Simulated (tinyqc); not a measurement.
From results back to parameters: standing waves and exposure in a photoresist film. Two cases, with inputs chosen for the exercise.

Problem. Bleaching of a resist on an index-matched plate: T(0) = T12 exp(-(A + B) d), T(end) = T12 exp(-B d), T12 = 1 - ((n1 - 1)/(n1 + 1))^2, and the first slope dT/dD = T(0) C A T12 (1 - exp(-(A + B) d))/(A + B). Here d = dT and D is the dose; A, B and C are hidden.

Find: A; B; C.

Method. A = ln(T(end)/T(0))/d, B = ln(T12/T(end))/d, and the slope then gives C.

Case 1.

Values chosen (out of a larger set: a resist on W, indices near tabulated ones; not measured data): n1 = 1.684 (resist index); dT = 0.196 micrometre (resist thickness on an index-matched plate).

T(0) = 0.813581
T(end) = 0.836214
dT/dD = 0.00068206 cm^2/mJ

Solution.

A = 0.14 1/micrometre
B = 0.57 1/micrometre
C = 0.035 cm^2/mJ

Case 2.

Values chosen (out of a larger set: a resist on Cu, indices near tabulated ones; not measured data): n1 = 1.756 (resist index); dT = 0.302 micrometre (resist thickness on an index-matched plate).

T(0) = 0.649490
T(end) = 0.677539
dT/dD = 0.00049203 cm^2/mJ

Solution.

A = 0.14 1/micrometre
B = 1.03 1/micrometre
C = 0.023 cm^2/mJ

Computed by tinyqc, one run a case: `OMP_NUM_THREADS=1 python tinyqc.py N N+1 out.jsonl` with N = 1652745, 1652790; one thread of a shared Intel(R) Xeon(R) Processor @ 2.30GHz, about 0.01 s a run at most.
